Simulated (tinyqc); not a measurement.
# Schottky barrier on an n-type semiconductor, non-linear Poisson equation by Newton steps, step by step

Program tinyqc, `OMP_NUM_THREADS=1 python tinyqc.py 2020031 2020032 out.jsonl`; Intel Xeon 2.30GHz, shared host, one thread, about 0.04 s. Printed values are rounded.

One dimension, metal at x = 0, donor density C(x) = Nd, uniform. Energies are counted from the electron Fermi level of the semiconductor and the conduction-band edge is Ec = -psi, so n = Nc exp(psi/Vt); holes follow the Fermi level of the metal, at -V, so p = Nv exp((V - psi - Eg)/Vt). Ends: psi(0) = V - phiB and psi = Vt ln(Nd/Nc) deep inside. Boltzmann statistics, full ionisation, no current, no image force in the Poisson equation.

Values chosen for this exercise; band and dielectric values close to those of In0.53Ga0.47As:
- T = 293 K (temperature)
- Eg = 0.749 eV (band gap)
- eps_r = 13.8 (relative permittivity)
- Nc = 2.02e17 cm^-3 (conduction-band density of states at T)
- Nv = 7.43e18 cm^-3 (valence-band density of states at T)
- Nd = 7.9e15 cm^-3 (donor density deep in the semiconductor)
- phiB = 0.41 eV (barrier height)
- V = 0 V (bias of the metal against the semiconductor)

Constants: q = 1.602176634e-19 C, kB = 1.380649e-23 J/K, Vt = kB T/q, eps0 = 8.8541878128e-14 F/cm where lengths are in cm. Results are converted to the units shown.

## End potentials, built-in voltage, Debye length

psi_0 = V - phiB, psi_b = Vt ln(Nd/Nc), Vbi = phiB - Vt ln(Nc/Nd), LD = sqrt(eps0 eps_r Vt/(q Nd)), W = sqrt(2 eps0 eps_r (Vbi - V)/(q Nd)), hole density at the metal p_0 = Nv exp((phiB - Eg)/Vt).

psi_0 = -0.41 V
psi_b = -0.08184154 V
Vbi = 0.3281585 V
LD = 49.37026 nm
W for uniform Nd = 251.7109 nm
p_0 = 1.096434e13 cm^-3

The hole density at the metal is 0.0014 times Nd, so holes hardly matter.

## Doping on the mesh

```
node,x (nm)
0,0
1,29
2,61.8
3,98.9
4,141
5,188
6,242
7,303
8,371
9,449
10,537
11,636
12,748
```

C = Nd, uniform, taken at the nodes.

```
node,donor density C (cm^-3)
0,7.9e15
1,7.9e15
2,7.9e15
3,7.9e15
4,7.9e15
5,7.9e15
6,7.9e15
7,7.9e15
8,7.9e15
9,7.9e15
10,7.9e15
11,7.9e15
12,7.9e15
```

## Couplings between neighbouring nodes

a_i = eps0 eps_r/h_i for the interval from node i to i + 1, with h_i = x_(i+1) - x_i in cm.

```
interval,coupling a_i (F/cm^2)
0,4.213372e-7
1,3.725238e-7
2,3.293471e-7
3,2.902323e-7
4,2.599740e-7
5,2.262737e-7
6,2.003079e-7
7,1.796879e-7
8,1.566510e-7
9,1.388498e-7
10,1.234220e-7
11,1.090962e-7
```

## Starting potential

The parabola psi_b - (psi_b - psi_0)(1 - x/W)^2 for x < W and psi_b beyond, with psi_0 = V - phiB, psi_b = Vt ln(Nd/Nc), W = sqrt(2 eps0 eps_r (psi_b - psi_0)/(q Nd)).

```
node,psi at the start (V)
0,-0.4100000
1,-0.3387406
2,-0.2686426
3,-0.2027866
4,-0.1453249
5,-0.1028651
6,-0.0823300
7,-0.0818415
8,-0.0818415
9,-0.0818415
10,-0.0818415
11,-0.0818415
12,-0.0818415
```

## Iteration 1: densities, residual and Jacobian diagonal

n_i = Nc exp(psi_i/Vt), p_i = Nv exp((V - psi_i - Eg)/Vt), rho_i = p_i - n_i + C_i, g_i = (n_i + p_i)/Vt. Box widths w_i = (h_(i-1) + h_i)/2 in cm. Residual F_i = a_i (psi_(i+1) - psi_i) - a_(i-1) (psi_i - psi_(i-1)) + q rho_i w_i; Jacobian: a_(i-1) and a_i beside the diagonal, b_i = -a_(i-1) - a_i - q g_i w_i on it. The two end nodes are fixed.

```
node,n (cm^-3),p (cm^-3)
0,1.791027e10,1.096434e13
1,3.011669e11,6.520447e11
2,4.836548e12,4.060217e10
3,6.565963e13,2.990792e9
4,6.392548e14,3.071925e8
5,3.435648e15,5.715786e7
6,7.748648e15,2.534304e7
7,7.9e15,2.485751e7
8,7.9e15,2.485751e7
9,7.9e15,2.485751e7
10,7.9e15,2.485751e7
11,7.9e15,2.485751e7
12,7.9e15,2.485751e7
```

```
node,residual F (C/cm^2),diagonal b (F/cm^2)
1,1.737100e-13,-7.938797e-7
2,-2.685541e-12,-7.019791e-7
3,-4.165664e-11,-6.212294e-7
4,-4.562805e-10,-5.682777e-7
5,-2.779780e-9,-5.963433e-7
6,-4.409298e-9,-7.093062e-7
7,-9.783484e-11,-7.033337e-7
8,2.907307e-17,-7.022873e-7
9,3.305568e-17,-7.115791e-7
10,3.723742e-17,-7.309865e-7
11,4.201656e-17,-7.613889e-7
```

## Iteration 1: Newton step

Solve the tridiagonal system a_(i-1) d_(i-1) + b_i d_i + a_i d_(i+1) = -F_i for nodes 1 to 11, with d = 0 on fixed nodes. Half of the step is added while the largest |d| exceeds 1.5 Vt, the full step after that.

```
node,"Newton step d, before damping (V)"
1,-0.00235379
2,-0.00501659
3,-0.00802197
4,-0.01133446
5,-0.01406528
6,-0.01176138
7,-0.00374681
8,-0.00101024
9,-0.00023121
10,-0.00004515
11,-0.00000732
```

```
node,psi after iteration 1 (V)
0,-0.4100000
1,-0.3410944
2,-0.2736592
3,-0.2108086
4,-0.1566594
5,-0.1169304
6,-0.0940913
7,-0.0855884
8,-0.0828518
9,-0.0820728
10,-0.0818867
11,-0.0818489
12,-0.0818415
```

## Iteration 2: densities, residual and Jacobian diagonal

As before.

```
node,n (cm^-3),p (cm^-3)
0,1.791027e10,1.096434e13
1,2.743599e11,7.157543e11
2,3.965036e12,4.952649e10
3,4.778765e13,4.109311e9
4,4.080509e14,4.812495e8
5,1.968237e15,9.977169e7
6,4.863211e15,4.037956e7
7,6.810511e15,2.883401e7
8,7.590151e15,2.587225e7
9,7.827988e15,2.508618e7
10,7.885885e15,2.490200e7
11,7.897710e15,2.486472e7
12,7.9e15,2.485751e7
```

```
node,residual F (C/cm^2),diagonal b (F/cm^2)
1,8.191249e-16,-7.938804e-7
2,-4.960502e-14,-7.019599e-7
3,-1.896428e-12,-6.207804e-7
4,-3.980314e-11,-5.617417e-7
5,-3.612439e-10,-5.493200e-7
6,-6.670174e-10,-6.040254e-7
7,-8.560338e-11,-6.587422e-7
8,-7.298301e-12,-6.879343e-7
9,-4.391289e-13,-7.077863e-7
10,-1.891325e-14,-7.301490e-7
11,-5.610344e-16,-7.612356e-7
```

## Iteration 2: Newton step

As before.

```
node,"Newton step d, before damping (1e-3 V)"
1,-0.407011
2,-0.867379
3,-1.388183
4,-1.978386
5,-2.571962
6,-2.374370
7,-0.924552
8,-0.266201
9,-0.061918
10,-0.012133
11,-0.001968
```

```
node,psi after iteration 2 (V)
0,-0.4100000
1,-0.3415014
2,-0.2745266
3,-0.2121968
4,-0.1586378
5,-0.1195024
6,-0.0964657
7,-0.0865129
8,-0.0831180
9,-0.0821347
10,-0.0818988
11,-0.0818508
12,-0.0818415
```

## Course of the Newton iteration

Stop when the largest undamped |d| is below 1e-9 V, or after 80 iterations.

Course of the iteration:
```
iteration,largest |F| (C/cm^2),largest |d| (V),at node
1,4.41e-9,0.0141,5
2,6.67e-10,2.57e-3,5
3,1.92e-11,6.99e-5,6
4,1.56e-14,5.62e-8,6
5,1.01e-20,3.63e-14,6
```

Converged in 5 iterations. Once the step is below 0.1 Vt, 2 more iteration(s) reach the threshold: near the solution the error is roughly squared each time.

## Converged densities, field and barrier lowering

```
node,converged psi (V)
0,-0.4100000
1,-0.3415122
2,-0.2745497
3,-0.2122337
4,-0.1586905
5,-0.1195715
6,-0.0965357
7,-0.0865443
8,-0.0831275
9,-0.0821369
10,-0.0818993
11,-0.0818509
12,-0.0818415
```

n and p as above; E_i = -(psi_(i+1) - psi_i)/h_i; at the metal |E_0| = |E on interval 0| + q rho_0 (h_0/2)/(eps0 eps_r), rho_0 = p_0 - n_0 + C_0; image-force lowering dphi = sqrt(q |E_0|/(4 pi eps0 eps_r)).

```
node,n (cm^-3),p (cm^-3)
0,1.791027e10,1.096434e13
1,2.698568e11,7.276982e11
2,3.827633e12,5.130438e10
3,4.516500e13,4.347931e9
4,3.765115e14,5.215626e8
5,1.772759e15,1.107733e8
6,4.414475e15,4.448418e7
7,6.557470e15,2.994666e7
8,7.507728e15,2.615629e7
9,7.808124e15,2.515000e7
10,7.881959e15,2.491440e7
11,7.897072e15,2.486672e7
12,7.9e15,2.485751e7
```

```
interval,field E (kV/cm)
0,-23.61647
1,-20.41542
2,-16.79675
3,-12.71811
4,-8.32320
5,-4.26589
6,-1.63793
7,-0.50248
8,-0.12699
9,-0.02700
10,-0.00489
11,-0.00084
```

|E_0| at the metal = 25.12058 kV/cm
image-force lowering = 16.19016 mV

A mesh of about 1000 nodes or more gives |E_0| = 25.05 kV/cm; the 13-node value is 0.27 % above it.

## Check against the first integral

First integral for uniform doping: E_0^2 = (2 q/(eps0 eps_r)) [Nd (U - Vt + Vt exp(-U/Vt)) + Vt p_0], U = Vbi - V, Vbi = phiB - Vt ln(Nc/Nd), p_0 = Nv exp((phiB - Eg)/Vt) (deep holes neglected). Image-force lowering dphi = sqrt(q E_0/(4 pi eps0 eps_r)), at x_m = sqrt(q/(16 pi eps0 eps_r E_0)). Depletion approximation: E = sqrt(2 q Nd U/(eps0 eps_r)).

E_0 = 25.05253 kV/cm
dphi = 16.16822 mV
x_m = 3.226863 nm
field in the depletion approximation = 26.07424 kV/cm

The depletion approximation is 4.1 % above the exact field. The lowering is 0.64 Vt, a factor of 1.90 in a thermionic current.
